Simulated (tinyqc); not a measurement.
## Gap voltage and exponent from three temperatures

Inverse problem. At constant current VBE(T) = Vg0 - a T - eta (kB T/q) ln T, where a is a constant. Find Vg0, eta and dVBE/dT at the middle temperature.

Constants: q = 1.602176634e-19 C, kB = 1.380649e-23 J/K. Results are converted to the units shown.

T (K): 253  300  360
VBE at a constant current (V): 0.6927657573  0.5929648229  0.4623616048

Solution. The relation is linear in Vg0, a and eta, so three points give a linear system; the slope is (VBE - Vg0 - eta kB T/q)/T. eta rests on the curvature of VBE(T) alone, so real fits need accuracy of some tens of microvolts or better.

Vg0 = 1.147 V
eta = 3.500
dVBE/dT = -2.148 mV/K

Computed by the program tinyqc: `OMP_NUM_THREADS=1 python tinyqc.py 2062133 2062134 out.jsonl`, one thread of a shared Intel Xeon 2.30GHz, about 0.03 s for the whole run.
